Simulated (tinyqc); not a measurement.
IGBT as a p-i-n diode in series with a MOS channel, on-state and switching loss: one step of the calculation.

High injection (n = p) in a drift layer from x = -W/2 (anode) to +W/2 (cathode side), recombination only in the layer with lifetime tau, ideal emitters. The channel feeds the cathode side and carries the whole current. Auger recombination, carrier-carrier scattering, emitter losses and the carrier dip under the p body are left out.

Problem. Stored charge, losses and the unipolar alternative. Stored charge tau J, turn-off energy Eoff = ks tau J Vdc, loss at half duty 0.5 J Von + f Eoff. A unipolar device on the same layer has Vu = J (W/(q mn Nd) + Rch).

Parameters, values chosen for the exercise; material values close to those of silicon:
```
symbol,value,unit,meaning
mn,1400,cm^2/(V s),electron mobility
W,350,um,width of the drift layer
Nd,1.8e13,cm^-3,doping of the drift layer
tau,15,us,high-injection lifetime
J,30,A/cm^2,current density
Rch,1.9,mohm cm^2,channel and accumulation resistance
Vdc,1800,V,link voltage
ks,0.11,,turn-off energy per stored charge and link voltage
f,20,kHz,switching frequency
```

Constants: q = 1.602176634e-19 C. Results are converted to the units shown.

Von = 0.94276262 V

Give: stored charge; Eoff; conduction loss; switching loss; Vu.

Solution.

stored charge = 450.00 uC/cm^2
Eoff = 89.100 mJ/cm^2
conduction loss = 14.141 W/cm^2
switching loss = 1782.0 W/cm^2
Vu = 260.12 V

Both losses would be equal at f = 0.159 kHz.

Program tinyqc, `OMP_NUM_THREADS=1 python tinyqc.py 2590002 2590003 out.jsonl`; Intel Xeon 2.30GHz, shared host, one thread, about 0.01 s.
